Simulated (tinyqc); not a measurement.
n-type polysilicon, carrier trapping at grain boundaries: one step of the calculation.

One-dimensional grains of size Lg, uniform ionised doping N, monovalent traps Qt at each boundary at a depth Et below (for electrons) or above (for holes) the band edge there, abrupt depletion of width W on each side of a boundary, Boltzmann statistics. xi is the distance from the band edge at the grain centre to the Fermi level. Trapped charge Qt/(1 + exp((xi + VB - Et)/Vt)) = 2 N W, barrier VB = q N W^2/(2 eps0 eps_r).

Task. New W. Partly depleted grain, xi = Vt ln(NB/N): f = 1/(1 + exp((xi + VB - Et)/Vt)), g = Qt f - 2 N W, g' = -2 Qt f (1 - f) VB/(W Vt) - 2 N, W(new) = W - g/g'.

Parameters, values chosen for the exercise; values of the order met in polycrystalline silicon:

| symbol | value | unit | meaning |
|---|---|---|---|
| T | 300 | K | temperature |
| eps_r | 11.7 |  | relative permittivity |
| NB | 2.8e19 | cm^-3 | conduction-band density of states at T |
| Qt | 3.5e12 | cm^-2 | trap density of a grain boundary |
| Et | 0.35 | eV | depth of the trap level from the majority band edge at the boundary |
| N | 1.3e18 | cm^-3 | doping |

Constants: q = 1.602176634e-19 C, kB = 1.380649e-23 J/K, Vt = kB T/q, eps0 = 8.8541878128e-14 F/cm where lengths are in cm. Results are converted to the units shown.

W after iteration 2 = 13.155062 nm

Wanted: VB; f; g; g'; W after iteration 3.

Result.

VB = 0.1740 V
f = 0.9768
g = -1.582e9 cm^-2
g' = -3.412e11 cm^-2/nm
W after iteration 3 = 13.15 nm

tinyqc, about 0.01 s, one thread, Intel Xeon 2.30GHz (shared host): `OMP_NUM_THREADS=1 python tinyqc.py 2830247 2830248 out.jsonl`
